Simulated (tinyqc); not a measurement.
Permeation of metal atoms or ions through a thin barrier or dielectric: time lag, field-aided drift and lifetime: one step, computed by the program tinyqc.

The film 0 < x < d is empty at first; C = C0 at x = 0 and C = 0 at x = d. dC/dt = D d2C/dx2 - v dC/dx with drift v = D z e V/(k_B T d) (uniform field, no space charge).

Problem. Scales. D = D0 exp(-E/(k_B T)); time scale d^2/D; Peclet number P = z V/(k_B T), k_B T in eV; 1 nm = 1e-7 cm. Temperatures in kelvin are T(C) + 273.15.

Inputs (values chosen for the exercise, for a model case: singly charged ions through a dielectric): thickness d = 22 nm; prefactor D0 = 8.5e-07 cm^2/s; activation energy E = 0.764 eV; charge number z = 1; voltage V (positive drives ions across) = -0.051 V; test temperature T = 150 C.

Constants: k_B = 8.617333262e-05 eV/K.

Give: diffusivity D; time scale d^2/D; Peclet number P.

Solution.

diffusivity D = 6.762e-16 cm^2/s

time scale d^2/D = 7158 s

Peclet number P = -1.399
